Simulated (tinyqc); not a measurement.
The window of frequencies: the 3-omega method: a line heater on a substrate with a thin film. Computed by tinyqc, a small Python program. Command: `OMP_NUM_THREADS=1 python tinyqc.py 3006224 3006225 out.jsonl threeomega walk`. One thread of a shared host (Intel(R) Xeon(R) Processor @ 2.30GHz), about 0.01 s of CPU time with the checks.

A current at angular frequency omega = 2 pi f heats the line at 2 omega with the amplitude P per length; the temperature swing Delta T at 2 omega gives a voltage at 3 omega. The substrate is taken as semi-infinite and isotropic, and the heat capacity of heater and film is left out.

Inputs (values chosen for the exercise, modelled on alumina on gallium nitride):

| quantity | value | unit |
|---|---|---|
| substrate conductivity kappa | 187 | W/(m K) |
| substrate heat capacity C | 3.09 | 1e6 J/(m^3 K) |
| heater half-width b | 4.1 | micrometre |
| power amplitude per length P | 22 | W/m |
| current frequency f | 100 | Hz |
| substrate thickness d_s | 380 | micrometre |

Method:
- D = kappa/C; q = sqrt(2 i omega/D); penetration depth 1/|q| = sqrt(D/(2 omega)).
- Delta T_s = (P/(pi kappa)) int_0^infinity (sin x/x)^2 / sqrt(x^2 + (q b)^2) dx with (q b)^2 = i |q b|^2, averaged over the heater width (12 Gauss-Legendre points on each of the pieces 0, 14 log-spaced edges from 1e-5 to 1, and multiples of pi to 40 pi; the tail adds 1/(4 (40 pi)^2)).
- For |q| b much below 1: Delta T_s = (P/(pi kappa)) [-ln(|q| b) + eta - i pi/4], eta = 3/2 - C_E = 0.92278, with Euler's C_E = 0.5772157.
- The slope value uses each f and 2f: kappa = P ln 2/(2 pi [Delta T(f) - Delta T(2f)]).

diffusivity D = 60.5178 mm^2/s

Bare substrate:

| f (Hz) | penetration depth (micrometre) | \|q\| b | in-phase (K) | out-of-phase (K) | narrow-line form (K) | kappa from the slope (W/(m K)) |
|---|---|---|---|---|---|---|
| 2.9 | 1288.7 | 0.0031816 | 0.24990 | -0.029411 | 0.24990 | 187.00 |
| 29 | 407.51 | 0.010061 | 0.20678 | -0.029408 | 0.20678 | 187.01 |
| 290 | 128.87 | 0.031816 | 0.16367 | -0.029384 | 0.16367 | 187.07 |
| 1400 | 58.651 | 0.069905 | 0.13422 | -0.029300 | 0.13419 | 187.34 |
| 5700 | 29.067 | 0.14105 | 0.10800 | -0.029043 | 0.10790 | 188.39 |
| 29000 | 12.887 | 0.31816 | 0.077923 | -0.028048 | 0.077442 | 193.84 |
| 110000 | 6.6167 | 0.61965 | 0.054198 | -0.025786 | 0.052480 | 211.64 |
| 570000 | 2.9067 | 1.4105 | 0.028895 | -0.019610 | 0.021676 | 301.47 |
| 2.90e+06 | 1.2887 | 3.1816 | 0.013082 | -0.011225 | -0.0087854 | 632.29 |
| 1.70e+07 | 0.53225 | 7.7032 | 0.0053996 | -0.0050841 | -0.041899 | 1534.6 |

What follows from these numbers?

The slope gives kappa within 1 % up to |q| b = 0.14 (f = 5700 Hz) among these rows. The penetration depth stays under d_s/5 = 76 micrometre from f = 1400 Hz up, so a usable window lies between the two. At high f the flow turns one-dimensional: in-phase and out-of-phase parts become equal in size (ratio 0.94 in the last row) and fall as f^(-1/2) (exponent -0.50). Caution: the penetration depth exceeds a fifth of the substrate thickness, so the back face is felt and the semi-infinite formula fails.
